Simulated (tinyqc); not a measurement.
Lateral field, substrate current, probability of reaching the oxide barrier and hot-carrier lifetime of a silicon transistor (pseudo-two-dimensional and lucky-electron models): one step, computed by the program tinyqc.

Local-field models: a lucky carrier gains its energy at the peak field over a path free of collisions. Voltages are magnitudes.

Task: Hot-carrier currents and lifetime. C_ox = 3.9 eps_0/t; F_sat = 2 v_s/mu; V_Dsat = V_ov F_sat L/(V_ov + F_sat L), V_ov = V_G - V_T; I_D/W = C_ox v_s (V_ov - V_Dsat). Scale length l = 0.22 t^(1/3) x_j^(1/2) (all in cm); F_m = sqrt(((V_D - V_Dsat)/l_e)^2 + F_sat^2), with l_e = l; length of the velocity-saturated region l_e ln((V_D - V_Dsat)/(l_e F_sat) + F_m/F_sat). Substrate current I_sub/I_D = (A_i/B_i)(V_D - V_Dsat) exp(-B_i/F_m); probability of reaching the oxide barrier exp(-phi_b/(e lambda F_m)); lifetime tau = (H/(I_D/W)) exp(phi_it/(e lambda F_m)).

Inputs (values chosen for the exercise, modelled on a silicon p-channel):
```
quantity                             value                      unit
channel length L                       220                        nm
oxide thickness t                      4.8                        nm
junction depth x_j                      44                        nm
mobility mu                            120                cm^2/(V s)
saturation velocity v_s               0.69                  1e7 cm/s
threshold voltage V_T                 0.49                         V
gate voltage V_G                       1.4                         V
drain voltage V_D                      2.7                         V
ionisation prefactor A_i           7.4e+06                      1/cm
ionisation field B_i                  3.56                     MV/cm
hot-carrier mean free path lambda      4.6                        nm
oxide barrier phi_b                    4.6                        eV
interface-trap threshold phi_it        4.7                        eV
lifetime constant H                      4  s microampere/micrometre
```

Drain: abrupt.

Constants: eps_0 = 8.8541878128e-12 F/m.

Give: I_sub/I_D; substrate current I_sub/W; probability of reaching phi_b; lifetime tau; exponent m = phi_it/(e lambda B_i).

Result:

I_sub/I_D = 0.008518

substrate current I_sub/W = 1.018 microampere/micrometre

probability of reaching phi_b = 2.689e-08

lifetime tau = 1.819e+06 s

exponent m = phi_it/(e lambda B_i) = 2.870

Since both exponentials depend on 1/F_m, tau I_D scales about as (I_sub/I_D)^(-m) with m = 2.87, which lets I_sub serve as the monitor. The lifetime is 0.00576 times ten years (3.156e8 s).
